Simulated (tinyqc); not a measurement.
Formation energy of a charged point defect from supercell energies: one step, computed by the program tinyqc.

The host is a compound AB. Making the defect adds n_A = 1, n_B = -1 atoms to the cell. All total energies are inputs. E_F is counted from the valence-band maximum (VBM); x = 0 is A-rich and x = 1 B-rich growth.

Problem. Transition levels and the lower envelope. eps(q/q') = [E_f(q', 0) - E_f(q, 0)]/(q - q'). U of state q is eps(q/q-1) - eps(q+1/q). The stable state at each E_F is the lowest line E_f(q, 0) + q E_F.

Inputs (values chosen for the exercise, for a model compound AB): gap E_g = 3.22 eV.

Defect: A on a B site. Supercell lattice: sc.

E_f(q, 0) (eV): (q=+1) 1.199468, (q=0) 3.476200, (q=-1) 4.661468, (q=-2) 7.432273

Give: One-electron levels above the VBM (eV); Stable states.

Solution.

One-electron levels above the VBM (eV):
```
level    energy  U of the state between this level and the next
(+1/0)    2.277                                          -1.091
(0/-1)    1.185                                           1.586
(-1/-2)   2.771                                               -
```

Stable states:
```
q   from E_F (eV)  to E_F (eV)
+1          0.000        1.731
-1          1.731        2.771
-2          2.771        3.220
```

Stable in the gap, from the VBM up: +1, -1, -2. State 0 is never the lowest: its U is negative, so two such centres gain by exchanging an electron.
